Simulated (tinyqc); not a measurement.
Worked calculation: CISD on RHF in the sto-3g basis, for H2, spin multiplicity 1. One step of it, computed by the program tinyqc.

Problem. Iteration 1: diagonalisation and new density. Diagonalise F' = X^T F X, C = X C', fill 1 alpha and 1 beta electrons from the bottom; D = 2 C_occ C_occ^T. Each column has its largest component positive (the first on a tie).

Fock matrix F (hartree):
```
           1H 1s      2H 1s
1H 1s  -0.414808  -0.633820
2H 1s  -0.633820  -0.414808
```

X:
```
           1H 1s      2H 1s
1H 1s   1.313320  -0.548972
2H 1s  -0.548972   1.313320
```

Give: F' = X^T F X; orbital energies; coefficients C; D after iteration 1.

Solution.

F' = X^T F X (hartree):
```
        1       2
1   0.073  -0.686
2  -0.686   0.073
```

orbital energies (hartree): MO1 -0.613, MO2 0.760

coefficients C:
```
         MO1     MO2
1H 1s  0.540   1.317
2H 1s  0.540  -1.317
```

D after iteration 1:
```
       1H 1s  2H 1s
1H 1s  0.584  0.584
2H 1s  0.584  0.584
```
